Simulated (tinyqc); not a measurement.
# Coupling and phonon occupation from the scattering functions

Inverse problem. A level coupled to a phonon of energy w0 has, in the self-consistent Born approximation, Sin(E) = M^2 [(Nq + 1) Gn(E + w0) + Nq Gn(E - w0)], Sout(E) = M^2 [(Nq + 1) Gp(E - w0) + Nq Gp(E + w0)]. Find M, Nq and, from Nq = 1/(exp(w0/kB T) - 1), the phonon temperature.

Values chosen for this exercise: phonon energy w0 = 63 meV.

Constants: q = 1.602176634e-19 C, kB = 1.380649e-23 J/K. Results are converted to the units shown.

Gn at E - w0 and E + w0 (1/meV): 0.016266287  7.5783190e-6
Gp at E - w0 and E + w0 (1/meV): 0.031772563  8.4672854e-4
Sin and Sout at E (meV): 0.070327513  1.5665527

Solution. Both equations are linear in M^2 and M^2 Nq.

M = 6.70 meV
Nq = 0.0958
T = 300 K

tinyqc, about 0.1 s, one thread, Intel Xeon 2.30GHz (shared host): `OMP_NUM_THREADS=1 python tinyqc.py 2720128 2720129 out.jsonl`
